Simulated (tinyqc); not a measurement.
UHF in the sto-3g basis, for H3+, spin multiplicity 1, step by step. Computed by tinyqc, a small Python program that keeps every step (integrals from PySCF). Settings: charge = 1, multiplicity = 1, basis = sto-3g, energy threshold = 1e-10, iteration cap = 81, orthogonalisation = symmetric, start = core, DIIS depth = 6, method = UHF, break = 0.7. Command: `OMP_NUM_THREADS=1 python tinyqc.py 28341 28342 out.jsonl` (the two numbers bound the seeds that draw the settings). One thread of a shared host (Intel(R) Xeon(R) Processor @ 2.60GHz), about 0.1 s of CPU time with the checks. Later iterations appear only in the table of the cycle.

## One-electron integrals

Geometry (angstrom):
```
atom         x         y          z
H     0.000000  0.000000   0.000000
H     0.000000  0.000000   1.169000
H     0.000000  0.580000  -1.015000
```

Basis sto-3g: exponents (1/bohr^2) and contraction coefficients of normalised primitives:
```
element  l (shell)  exponent  coefficient
H            s (1)  3.425251     0.154329
H            s (1)  0.623914     0.535328
H            s (1)  0.168855     0.444635
```

Overlap, kinetic and nuclear-attraction integrals over the contracted functions; the nuclear repulsion is the sum of Za Zb / Rab.

nuclear repulsion = 1.13951965 hartree

overlap S, order 1H 1s, 2H 1s, 3H 1s:
$$\begin{pmatrix}
1.000000 & 0.402840 & 0.402826 \\
0.402840 & 1.000000 & 0.076654 \\
0.402826 & 0.076654 & 1.000000
\end{pmatrix}$$

kinetic energy T (hartree), order 1H 1s, 2H 1s, 3H 1s:
$$\begin{pmatrix}
0.760032 & 0.059990 & 0.059983 \\
0.059990 & 0.760032 & -0.011474 \\
0.059983 & -0.011474 & 0.760032
\end{pmatrix}$$

nuclear attraction V (hartree), order 1H 1s, 2H 1s, 3H 1s:
$$\begin{pmatrix}
-2.117672 & -0.724086 & -0.724055 \\
-0.724086 & -1.906307 & -0.127094 \\
-0.724055 & -0.127094 & -1.906297
\end{pmatrix}$$

core Hamiltonian H = T + V (hartree), order 1H 1s, 2H 1s, 3H 1s:
$$\begin{pmatrix}
-1.357640 & -0.664096 & -0.664071 \\
-0.664096 & -1.146275 & -0.138568 \\
-0.664071 & -0.138568 & -1.146265
\end{pmatrix}$$

## Two-electron integrals

Functions are numbered as in S; the eight-fold symmetry (ij|kl) = (ji|kl) = (kl|ij) leaves the list below.

Two-electron integrals (ij|kl) in chemists' order, unique and non-zero (hartree):
```
(11|11) 0.774606   (21|11) 0.238265   (21|21) 0.099614   (22|11) 0.426541
(22|21) 0.238265   (22|22) 0.774606   (31|11) 0.238255   (31|21) 0.069930
(31|22) 0.125506   (31|31) 0.099606   (32|11) 0.042640   (32|21) 0.015545
(32|22) 0.033564   (32|31) 0.015545   (32|32) 0.002916   (33|11) 0.426534
(33|21) 0.125509   (33|22) 0.233887   (33|31) 0.238255   (33|32) 0.033564
(33|33) 0.774606
```

## Orthogonalisation

S = U s U^T; symmetric (Loewdin) form X = U s^(-1/2) U^T, so that X^T S X = 1.

eigenvalues of S: [0.467348, 0.923346, 1.609307]

X, order 1H 1s, 2H 1s, 3H 1s:
$$\begin{pmatrix}
1.148170 & -0.237940 & -0.237930 \\
-0.237940 & 1.071790 & 0.031106 \\
-0.237930 & 0.031106 & 1.071785
\end{pmatrix}$$

## Starting guess

The start is the orbitals of the core Hamiltonian, with HOMO and LUMO mixed by +/-0.7 rad for the two spins; D(s) = C_occ C_occ^T for each spin.

D(alpha) at the start, order 1H 1s, 2H 1s, 3H 1s:
$$\begin{pmatrix}
0.311972 & -0.150894 & 0.378667 \\
-0.150894 & 0.072984 & -0.183153 \\
0.378667 & -0.183153 & 0.459622
\end{pmatrix}$$

D(beta) at the start, order 1H 1s, 2H 1s, 3H 1s:
$$\begin{pmatrix}
0.311955 & 0.378659 & -0.150904 \\
0.378659 & 0.459627 & -0.183172 \\
-0.150904 & -0.183172 & 0.072998
\end{pmatrix}$$

## Iteration 1: building the Fock matrix

J_ij = sum D_kl (ij|kl) with D = D(alpha) + D(beta), K_ij = sum D_kl (ik|jl) for each spin; F = H + J - K(s); E = tr D H + tr D J / 2 - 0.5 sum_s tr D(s) K(s) + E_nn.

Coulomb J (hartree), order 1H 1s, 2H 1s, 3H 1s:
$$\begin{pmatrix}
1.123486 & 0.408254 & 0.408238 \\
0.408254 & 0.944385 & 0.074383 \\
0.408238 & 0.074383 & 0.944381
\end{pmatrix}$$

exchange K(alpha) (hartree), order 1H 1s, 2H 1s, 3H 1s:
$$\begin{pmatrix}
0.377623 & 0.036265 & 0.341382 \\
0.036265 & 0.016524 & 0.028450 \\
0.341382 & 0.028450 & 0.550765
\end{pmatrix}$$

exchange K(beta) (hartree), order 1H 1s, 2H 1s, 3H 1s:
$$\begin{pmatrix}
0.377615 & 0.341385 & 0.036254 \\
0.341385 & 0.550773 & 0.028441 \\
0.036254 & 0.028441 & 0.016527
\end{pmatrix}$$

F(alpha) (hartree), order 1H 1s, 2H 1s, 3H 1s:
$$\begin{pmatrix}
-0.611778 & -0.292108 & -0.597215 \\
-0.292108 & -0.218414 & -0.092635 \\
-0.597215 & -0.092635 & -0.752650
\end{pmatrix}$$

F(beta) (hartree), order 1H 1s, 2H 1s, 3H 1s:
$$\begin{pmatrix}
-0.611769 & -0.597228 & -0.292087 \\
-0.597228 & -0.752663 & -0.092626 \\
-0.292087 & -0.092626 & -0.218411
\end{pmatrix}$$

total energy of this density = -1.02922017 hartree

## Iteration 1: diagonalisation and new density

Diagonalise F' = X^T F X, C = X C', fill 1 alpha and 1 beta electrons from the bottom; D(s) = C_occ C_occ^T. Each column has its largest component positive (the first on a tie).

F' = X^T F X (alpha) (hartree):
$$\begin{pmatrix}
-0.386061 & -0.178430 & -0.410719 \\
-0.178430 & -0.134613 & 0.059864 \\
-0.410719 & 0.059864 & -0.596692
\end{pmatrix}$$

orbital energies (alpha) (hartree): MO1 -0.920530, MO2 -0.278250, MO3 0.081415

coefficients C (alpha), order 1H 1s, 2H 1s, 3H 1s:
$$\begin{pmatrix}
0.512506 & 0.456773 & 0.979906 \\
-0.035881 & 0.693368 & -0.851041 \\
0.686446 & -0.571322 & -0.639284
\end{pmatrix}$$

F' = X^T F X (beta) (hartree):
$$\begin{pmatrix}
-0.386049 & -0.410727 & -0.178416 \\
-0.410727 & -0.596698 & 0.059870 \\
-0.178416 & 0.059870 & -0.134621
\end{pmatrix}$$

orbital energies (beta) (hartree): MO1 -0.920534, MO2 -0.278244, MO3 0.081411

coefficients C (beta), order 1H 1s, 2H 1s, 3H 1s:
$$\begin{pmatrix}
0.512491 & 0.456763 & 0.979918 \\
0.686456 & -0.571290 & -0.639314 \\
-0.035894 & 0.693396 & -0.851008
\end{pmatrix}$$

D(alpha) after iteration 1, order 1H 1s, 2H 1s, 3H 1s:
$$\begin{pmatrix}
0.262662 & -0.018389 & 0.351807 \\
-0.018389 & 0.001287 & -0.024630 \\
0.351807 & -0.024630 & 0.471208
\end{pmatrix}$$

D(beta) after iteration 1, order 1H 1s, 2H 1s, 3H 1s:
$$\begin{pmatrix}
0.262647 & 0.351803 & -0.018395 \\
0.351803 & 0.471222 & -0.024640 \\
-0.018395 & -0.024640 & 0.001288
\end{pmatrix}$$

## Iteration 2: building the Fock matrix

As before.

Coulomb J (hartree), order 1H 1s, 2H 1s, 3H 1s:
$$\begin{pmatrix}
1.123542 & 0.408572 & 0.408554 \\
0.408572 & 0.939850 & 0.074561 \\
0.408554 & 0.074561 & 0.939834
\end{pmatrix}$$

exchange K(alpha) (hartree), order 1H 1s, 2H 1s, 3H 1s:
$$\begin{pmatrix}
0.405955 & 0.096668 & 0.354424 \\
0.096668 & 0.029058 & 0.075424 \\
0.354424 & 0.075424 & 0.556582
\end{pmatrix}$$

exchange K(beta) (hartree), order 1H 1s, 2H 1s, 3H 1s:
$$\begin{pmatrix}
0.405950 & 0.354432 & 0.096658 \\
0.354432 & 0.556597 & 0.075419 \\
0.096658 & 0.075419 & 0.029051
\end{pmatrix}$$

F(alpha) (hartree), order 1H 1s, 2H 1s, 3H 1s:
$$\begin{pmatrix}
-0.640053 & -0.352192 & -0.609941 \\
-0.352192 & -0.235483 & -0.139431 \\
-0.609941 & -0.139431 & -0.763013
\end{pmatrix}$$

F(beta) (hartree), order 1H 1s, 2H 1s, 3H 1s:
$$\begin{pmatrix}
-0.640048 & -0.609956 & -0.352175 \\
-0.609956 & -0.763022 & -0.139426 \\
-0.352175 & -0.139426 & -0.235483
\end{pmatrix}$$

total energy of this density = -1.13199028 hartree

## Iteration 2: DIIS over 2 matrices

error matrix X^T (FDS - SDF) X (alpha):
$$\begin{pmatrix}
0.000000 & 0.038261 & 0.001015 \\
-0.038261 & 0.000000 & -0.047456 \\
-0.001015 & 0.047456 & 0.000000
\end{pmatrix}$$

B (overlaps of the stored error matrices):
$$\begin{pmatrix}
1.1857836e-01 & 4.1180444e-02 \\
4.1180444e-02 & 1.4868633e-02
\end{pmatrix}$$

Minimise |sum c_i e_i|^2 with sum c_i = 1: solve [B -1; -1 0][c; lambda] = [0; -1] with B_ij = tr e_i^T e_j summed over both spins, and take F = sum c_i F_i.

DIIS coefficients: [-0.515048, 1.515048]

extrapolated F(alpha) (hartree), order 1H 1s, 2H 1s, 3H 1s:
$$\begin{pmatrix}
-0.654616 & -0.383139 & -0.616496 \\
-0.383139 & -0.244274 & -0.163533 \\
-0.616496 & -0.163533 & -0.768351
\end{pmatrix}$$

extrapolated F(beta) (hartree), order 1H 1s, 2H 1s, 3H 1s:
$$\begin{pmatrix}
-0.654613 & -0.616512 & -0.383124 \\
-0.616512 & -0.768358 & -0.163530 \\
-0.383124 & -0.163530 & -0.244275
\end{pmatrix}$$

## Iteration 2: diagonalisation and new density

As before.

F' = X^T F X (alpha) (hartree):
$$\begin{pmatrix}
-0.392642 & -0.260368 & -0.409439 \\
-0.260368 & -0.124772 & 0.003489 \\
-0.409439 & 0.003489 & -0.610724
\end{pmatrix}$$

orbital energies (alpha) (hartree): MO1 -0.956463, MO2 -0.290836, MO3 0.119161

coefficients C (alpha), order 1H 1s, 2H 1s, 3H 1s:
$$\begin{pmatrix}
0.503071 & -0.471779 & 0.977683 \\
0.081765 & -0.631712 & -0.894747 \\
0.657535 & 0.680189 & -0.557935
\end{pmatrix}$$

F' = X^T F X (beta) (hartree):
$$\begin{pmatrix}
-0.392634 & -0.409450 & -0.260356 \\
-0.409450 & -0.610722 & 0.003491 \\
-0.260356 & 0.003491 & -0.124783
\end{pmatrix}$$

orbital energies (beta) (hartree): MO1 -0.956466, MO2 -0.290828, MO3 0.119154

coefficients C (beta), order 1H 1s, 2H 1s, 3H 1s:
$$\begin{pmatrix}
0.503064 & -0.471758 & 0.977696 \\
0.657539 & 0.680168 & -0.557972 \\
0.081760 & -0.631747 & -0.894713
\end{pmatrix}$$

D(alpha) after iteration 2, order 1H 1s, 2H 1s, 3H 1s:
$$\begin{pmatrix}
0.253081 & 0.041134 & 0.330787 \\
0.041134 & 0.006686 & 0.053763 \\
0.330787 & 0.053763 & 0.432352
\end{pmatrix}$$

D(beta) after iteration 2, order 1H 1s, 2H 1s, 3H 1s:
$$\begin{pmatrix}
0.253074 & 0.330784 & 0.041131 \\
0.330784 & 0.432357 & 0.053760 \\
0.041131 & 0.053760 & 0.006685
\end{pmatrix}$$

## Iteration 3: building the Fock matrix

As before.

Coulomb J (hartree), order 1H 1s, 2H 1s, 3H 1s:
$$\begin{pmatrix}
1.130225 & 0.409766 & 0.409748 \\
0.409766 & 0.936469 & 0.074807 \\
0.409748 & 0.074807 & 0.936456
\end{pmatrix}$$

exchange K(alpha) (hartree), order 1H 1s, 2H 1s, 3H 1s:
$$\begin{pmatrix}
0.424512 & 0.135077 & 0.349665 \\
0.135077 & 0.065144 & 0.097626 \\
0.349665 & 0.097626 & 0.522641
\end{pmatrix}$$

exchange K(beta) (hartree), order 1H 1s, 2H 1s, 3H 1s:
$$\begin{pmatrix}
0.424513 & 0.349675 & 0.135070 \\
0.349675 & 0.522651 & 0.097623 \\
0.135070 & 0.097623 & 0.065138
\end{pmatrix}$$

F(alpha) (hartree), order 1H 1s, 2H 1s, 3H 1s:
$$\begin{pmatrix}
-0.651927 & -0.389407 & -0.603989 \\
-0.389407 & -0.274951 & -0.161387 \\
-0.603989 & -0.161387 & -0.732450
\end{pmatrix}$$

F(beta) (hartree), order 1H 1s, 2H 1s, 3H 1s:
$$\begin{pmatrix}
-0.651928 & -0.604005 & -0.389393 \\
-0.604005 & -0.732458 & -0.161384 \\
-0.389393 & -0.161384 & -0.274947
\end{pmatrix}$$

total energy of this density = -1.14867330 hartree

## Iteration 3: DIIS over 3 matrices

error matrix X^T (FDS - SDF) X (alpha):
$$\begin{pmatrix}
0.000000 & 0.004493 & -0.015785 \\
-0.004493 & 0.000000 & -0.010171 \\
0.015785 & 0.010171 & 0.000000
\end{pmatrix}$$

B (overlaps of the stored error matrices):
$$\begin{pmatrix}
1.1857836e-01 & 4.1180444e-02 & 5.0241307e-03 \\
4.1180444e-02 & 1.4868633e-02 & 2.5542831e-03 \\
5.0241307e-03 & 2.5542831e-03 & 1.4912444e-03
\end{pmatrix}$$

As before.

DIIS coefficients: [-0.385114, 1.106703, 0.278411]

extrapolated F(alpha) (hartree), order 1H 1s, 2H 1s, 3H 1s:
$$\begin{pmatrix}
-0.654248 & -0.385693 & -0.613185 \\
-0.385693 & -0.253045 & -0.163566 \\
-0.613185 & -0.163566 & -0.758495
\end{pmatrix}$$

extrapolated F(beta) (hartree), order 1H 1s, 2H 1s, 3H 1s:
$$\begin{pmatrix}
-0.654246 & -0.613201 & -0.385678 \\
-0.613201 & -0.758502 & -0.163562 \\
-0.385678 & -0.163562 & -0.253044
\end{pmatrix}$$

## Iteration 3: diagonalisation and new density

As before.

F' = X^T F X (alpha) (hartree):
$$\begin{pmatrix}
-0.392513 & -0.261278 & -0.407953 \\
-0.261278 & -0.133565 & 0.003310 \\
-0.407953 & 0.003310 & -0.601043
\end{pmatrix}$$

orbital energies (alpha) (hartree): MO1 -0.950242, MO2 -0.293330, MO3 0.116452

coefficients C (alpha), order 1H 1s, 2H 1s, 3H 1s:
$$\begin{pmatrix}
0.507748 & -0.454658 & 0.983360 \\
0.086850 & -0.642469 & -0.886571 \\
0.651202 & 0.678699 & -0.567102
\end{pmatrix}$$

F' = X^T F X (beta) (hartree):
$$\begin{pmatrix}
-0.392506 & -0.407964 & -0.261266 \\
-0.407964 & -0.601041 & 0.003312 \\
-0.261266 & 0.003312 & -0.133575
\end{pmatrix}$$

orbital energies (beta) (hartree): MO1 -0.950246, MO2 -0.293323, MO3 0.116446

coefficients C (beta), order 1H 1s, 2H 1s, 3H 1s:
$$\begin{pmatrix}
0.507742 & -0.454640 & 0.983372 \\
0.651205 & 0.678678 & -0.567138 \\
0.086844 & -0.642502 & -0.886538
\end{pmatrix}$$

D(alpha) after iteration 3, order 1H 1s, 2H 1s, 3H 1s:
$$\begin{pmatrix}
0.257808 & 0.044098 & 0.330646 \\
0.044098 & 0.007543 & 0.056557 \\
0.330646 & 0.056557 & 0.424064
\end{pmatrix}$$

D(beta) after iteration 3, order 1H 1s, 2H 1s, 3H 1s:
$$\begin{pmatrix}
0.257802 & 0.330644 & 0.044095 \\
0.330644 & 0.424068 & 0.056554 \\
0.044095 & 0.056554 & 0.007542
\end{pmatrix}$$

## Iteration 12 (converged): orbitals

converged F(alpha) (hartree), order 1H 1s, 2H 1s, 3H 1s:
$$\begin{pmatrix}
-0.658510 & -0.425484 & -0.588034 \\
-0.425484 & -0.330162 & -0.174740 \\
-0.588034 & -0.174740 & -0.668161
\end{pmatrix}$$

converged F(beta) (hartree), order 1H 1s, 2H 1s, 3H 1s:
$$\begin{pmatrix}
-0.658514 & -0.588050 & -0.425469 \\
-0.588050 & -0.668167 & -0.174737 \\
-0.425469 & -0.174737 & -0.330157
\end{pmatrix}$$

As before.

F' = X^T F X (alpha) (hartree):
$$\begin{pmatrix}
-0.390648 & -0.287081 & -0.397621 \\
-0.287081 & -0.203129 & -0.005496 \\
-0.397621 & -0.005496 & -0.510575
\end{pmatrix}$$

orbital energies (alpha) (hartree): MO1 -0.908881, MO2 -0.310433, MO3 0.114963

coefficients C (alpha), order 1H 1s, 2H 1s, 3H 1s:
$$\begin{pmatrix}
0.549047 & 0.298253 & 1.020349 \\
0.160958 & 0.712846 & -0.819915 \\
0.576408 & -0.686795 & -0.634324
\end{pmatrix}$$

F' = X^T F X (beta) (hartree):
$$\begin{pmatrix}
-0.390650 & -0.397632 & -0.287069 \\
-0.397632 & -0.510570 & -0.005494 \\
-0.287069 & -0.005494 & -0.203133
\end{pmatrix}$$

orbital energies (beta) (hartree): MO1 -0.908885, MO2 -0.310427, MO3 0.114959

coefficients C (beta), order 1H 1s, 2H 1s, 3H 1s:
$$\begin{pmatrix}
0.549047 & 0.298241 & 1.020353 \\
0.576409 & -0.686775 & -0.634358 \\
0.160949 & 0.712871 & -0.819885
\end{pmatrix}$$

D(alpha) after iteration 12, order 1H 1s, 2H 1s, 3H 1s:
$$\begin{pmatrix}
0.301453 & 0.088374 & 0.316475 \\
0.088374 & 0.025908 & 0.092778 \\
0.316475 & 0.092778 & 0.332246
\end{pmatrix}$$

D(beta) after iteration 12, order 1H 1s, 2H 1s, 3H 1s:
$$\begin{pmatrix}
0.301453 & 0.316476 & 0.088369 \\
0.316476 & 0.332248 & 0.092773 \\
0.088369 & 0.092773 & 0.025905
\end{pmatrix}$$

## Convergence

Stop when the energy changes by less than 1e-10 hartree and every element of the error matrix X^T (F D S - S D F) X (for each spin) is below 3e-06.

Course of the cycle:
```
iteration  E (hartree)     change  largest element of the error matrix
1          -1.02922017          -                             1.35e-01
2          -1.13199028  -1.03e-01                             4.75e-02
3          -1.14867330  -1.67e-02                             1.58e-02
4          -1.14931377  -6.40e-04                             1.38e-02
5          -1.15240640  -3.09e-03                             2.21e-03
6          -1.15256869  -1.62e-04                             6.17e-04
7          -1.15258355  -1.49e-05                             5.94e-06
8          -1.15258341   1.36e-07                             5.66e-05
9          -1.15258355  -1.33e-07                             9.50e-06
10         -1.15258355  -3.36e-09                             3.39e-06
11         -1.15258355  -4.85e-10                             2.75e-07
12         -1.15258355  -3.22e-12                             6.05e-09
```

PySCF UHF in the same basis, after a stability check = -1.15258355 hartree

Converged in 12 iterations.

## Populations, bond orders and dipole

Mulliken: Z minus the diagonal of D S on the atom; Loewdin: the same with S^(1/2) D S^(1/2); Mayer order: 2 sum_s sum (D(s) S)_ij (D(s) S)_ji over the two atoms.

Charges (e):
```
atom  Mulliken   Loewdin  Mulliken spin
1H    0.070924  0.082525      -1.13e-06
2H    0.464532  0.458731      -0.398228
3H    0.464544  0.458744       0.398229
```

Mayer bond orders:
```
pair     order
2-1   0.497491
3-1   0.497479
3-2   0.128133
```

dipole moment about the origin, x y z (debye): [0.000000, 1.294154, 0.343553]

<S^2> of the determinant (pure state: 0) = 0.293345
